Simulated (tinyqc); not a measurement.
Donor binding, ionisation and the Mott limit: two steps of the calculation.

Hydrogenic donor: Ry = (m0 q^3/(8 eps0^2 h^2)) me/eps_r^2 in eV, E0 = cc Ry, radius a = q/(8 pi eps0 eps_r E0), Mott density Nm = (0.26/a)^3. Below Nm the level sinks as Ed = E0 [1 - (N/Nm)^(1/3)]. Neutrality: Nc F12(eta) = N/(1 + 2 exp(eta + Ed/kB T)), F12(x) = (2/sqrt(pi)) int_0^infinity sqrt(u)/(1 + exp(u - x)) du.

Inputs (values chosen for the exercise); band and dielectric values those of a made-up semiconductor: temperature T = 300 K; relative permittivity eps_r = 9.49; mass in the hydrogenic formula, set independently of Nc me = 0.22 m0; conduction-band density of states at 300 K Nc = 2.86e19 cm^-3; ratio of the true binding energy to the hydrogenic one cc = 1.7; donor density N = 4.2e17 cm^-3.

Constants: q = 1.602176634e-19 C, kB = 1.380649e-23 J/K, eps0 = 8.8541878128e-12 F/m, h = 6.62607015e-34 J s, m0 = 9.1093837015e-31 kg, Vt = kB T/q. Results are converted to the units shown.

Problem 1. Binding energy, radius and Mott density. The mean spacing of the donors is N^(-1/3).

Give: Ry; E0; a; Nm; spacing over a; Ed.

Solution 1.

Ry = 33.24 meV
E0 = 56.50 meV
a = 1.343 nm
Nm = 7.260e18 cm^-3
spacing over a = 9.945
Ed = 34.65 meV

Problem 2. Ionisation. Solve the neutrality equation for eta. Boltzmann form: with k = (Nc/2) exp(-Ed/kB T) the ionised share is [-k + sqrt(k^2 + 4 k N)]/(2 N).

Ed = 34.649107 meV

Give: eta; ionised share; n; ionised share, Boltzmann form.

Solution 2.

eta = -4.314
ionised share = 90.72 %
n = 3.810e17 cm^-3
ionised share, Boltzmann form = 90.76 %

With the level held at E0 the share would be 82.2 %.

Range of the model: A sharp level with degeneracy 2 overstates freeze-out near Nm, where the impurity band broadens and merges with the conduction band.

Program tinyqc, `OMP_NUM_THREADS=1 python tinyqc.py 2330120 2330121 out.jsonl`; Intel Xeon 2.30GHz, shared host, one thread, about 0.01 s.
